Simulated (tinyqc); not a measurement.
Kinetic Monte Carlo and master equation for a particle on a ring of sites with traps and bias: one step, computed by the program tinyqc. Command: `OMP_NUM_THREADS=1 python tinyqc.py 3021716 3021717 out.jsonl kmc walk`. One thread of a shared host (Intel(R) Xeon(R) Processor @ 2.30GHz), about 0.09 s of CPU time with the checks.

8 sites on a ring, numbered 1 to 8. The saddle between i and i+1 lies at E0 + s b_i and site i at s eps_i; a force F tilts the landscape, with the saddle half-way.

Task: Steady state. Master equation dP/dt = W P, W_(i+1,i) = k right, W_(i-1,i) = k left, columns summing to zero. The steady state is its null vector; drift v = a sum P_i (k right - k left). D = a^2 lambda''(0)/2, where lambda(q) is the leading eigenvalue of W with right hops weighted by exp(q) and left hops by exp(-q). The slowest relaxation rate is minus the real part of the next eigenvalue of W. 1 angstrom = 1e-8 cm.

Inputs (values chosen for the exercise, for a model defect): temperature T = 520 K; site spacing a = 2.3 angstrom.

Disorder: random barriers.

Rates, shares of right hops and mean stays:
```
site  k right (1/s)  k left (1/s)  share right  mean stay (s)
1           5059840        278094    0.9479022   1.873384e-07
2           2961636       1084918    0.7318908   2.471239e-07
3           4948173        635026    0.8862612   1.791088e-07
4           1060975       1060975    0.5000000   4.712647e-07
5           4838971        227492    0.9550985   1.973764e-07
6           2196142       1037560    0.6791417   3.092431e-07
7           1733511        470891    0.7863859   4.536378e-07
8           1296976        371695    0.7772509   5.992792e-07
```

Constants: k_B = 8.617333262e-05 eV/K.

Give: occupations P_i; drift velocity v; diffusivity D; slowest relaxation rate.

Result:

occupations P_i: 0.06160  0.09105  0.08937  0.21615  0.07218  0.13143  0.16085  0.17736

drift velocity v = 0.039175 cm/s

diffusivity D = 8.1682e-10 cm^2/s

slowest relaxation rate = 9.2193e+05 1/s
